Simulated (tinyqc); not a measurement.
# One-dimensional ballistic tunnel FET, two-band WKB: effects of single changes

A p-type source for x < 0 with its Fermi level at 0 and its valence edge at ds; in the channel the bands fall as D exp(-x/lam) towards their flat values, with the conduction edge at Ec = ds - dP and D = dP + Eg. The gate moves dP one to one. The drain Fermi level lies at -Vd and the drain side reflects nothing. For w = E - Ec between 0 and dP an electron crosses the gap. Two-band dispersion with equal masses m: inside the gap kappa = sqrt(m u (1 - u/Eg)/C), u the distance from a band edge, C = hbar^2/(2 m0).

Values chosen for this exercise; band and dielectric values close to those of indium phosphide:
```
symbol  value  unit                                           meaning
T         300     K                                       temperature
Eg       1.33    eV                                          band gap
m       0.082    m0              band-edge mass of the two-band model
lam       3.2    nm           screening length of the source junction
ds       0.04    eV  source valence edge above the source Fermi level
Vd        0.1     V                                        drain bias
g           2              number of degenerate subbands (spin apart)
dP       0.19    eV        tunnelling window Ev(source) - Ec(channel)
```

Constants: q = 1.602176634e-19 C, kB = 1.380649e-23 J/K, hbar = 1.054571817e-34 J s, h = 6.62607015e-34 J s, m0 = 9.1093837015e-31 kg, Vt = kB T/q, hbar^2/(2 m0) = 0.0380998212 eV nm^2. Results are converted to the units shown.

Each table varies one quantity; the others keep the values above.

## Output curve

S(w) = 2 lam int_0^Eg kappa(u) du/(w + Eg - u) = 2 pi lam sqrt(m/(C Eg)) [w + Eg/2 - sqrt(w (w + Eg))], T(w) = exp(-S). I = g (2 q^2/h) int_0^dP T(w) [f(E) - f(E + Vd)] dw, E = ds - dP + w, f(x) = 1/(1 + exp(x/Vt)). Swing = d(dP)/d(log10 I).

Results:
```
Vd (V)    I (uA)
0.02    3.222e-4
0.09    9.707e-4
0.16    0.001108
0.24    0.001123
0.31    0.001123
0.38    0.001124
0.53    0.001124
0.6     0.001124
```

Estimate the missing row, Vd = 0.45 V.

Computed row:
```
Vd (V)    I (uA)
0.45    0.001124
```

With this row back in the table: I rises from 3.22e-4 to 0.00112 uA; it reaches 95 % of the last value at Vd = 0.16 V among the rows. The drain Fermi level passes the channel conduction edge at Vd = dP - ds = 0.150 V, after which the back flow dies out. The window dP is held fixed.

## Effect of the source degeneracy

Same model as above.

Effect of the source degeneracy:
```
ds (eV)    I (uA)  swing (mV/decade)
-0.05    0.001249              130.0
0        0.001441              120.0
0.05     8.728e-4              104.5
0.1      3.232e-4              86.22
0.15     8.171e-5              70.48
0.2      1.499e-5              61.23
0.25     2.298e-6              58.32
0.3      3.356e-7              57.80
```

Read the table: what changes, and by how much?

I goes from 0.00125 through a maximum of 0.00144 (at ds = 0 eV among the rows listed) to 3.36e-7 uA, and the swing falls from 130 to 57.8 mV/decade. Once ds exceeds dP = 0.19 eV the whole window lies above the source Fermi level, in its thermal tail, and I falls with ds. The screening length is held fixed, though doping would change it.

## Effect of the band gap with the mass tied to it

Same model as above.

The mass follows the gap, m = 0.082 Eg/1.33 eV.

Result of one run:
```
Eg (eV)  T(w = dP)   I (uA)  swing (mV/decade)
1.06      0.002604  0.01073              125.9
```

What becomes of these results when the band gap Eg is changed from 1.06 to 0.2 eV, all else the same?

Result of the changed run:
```
Eg (eV)  T(w = dP)  I (uA)  swing (mV/decade)
0.2         0.6345   6.843              440.0
```

The whole series:
```
Eg (eV)  T(w = dP)    I (uA)  swing (mV/decade)
0.2         0.6345     6.843              440.0
0.37        0.2870     2.403              271.3
0.54        0.1065    0.7187              203.7
0.71       0.03464    0.1944              166.8
0.89      0.009511   0.04509              142.1
1.06      0.002604   0.01073              125.9
1.23      6.727e-4  0.002449              113.9
1.4       1.657e-4  5.393e-4              104.4
```

T(w = dP) falls from 0.634 to 1.66e-4 and I falls from 6.84 to 5.39e-4 uA; the swing falls from 440 to 104 mV/decade. With m/Eg fixed, S depends on the gap only through w + Eg/2 - sqrt(w (w + Eg)). For Eg = 0.2, 0.37 S at w = dP is below 2, where a WKB prefactor of 1 is a rough guess.

tinyqc, about 0.01 s, one thread, Intel Xeon 2.30GHz (shared host): `OMP_NUM_THREADS=1 python tinyqc.py 2620033 2620034 out.jsonl`
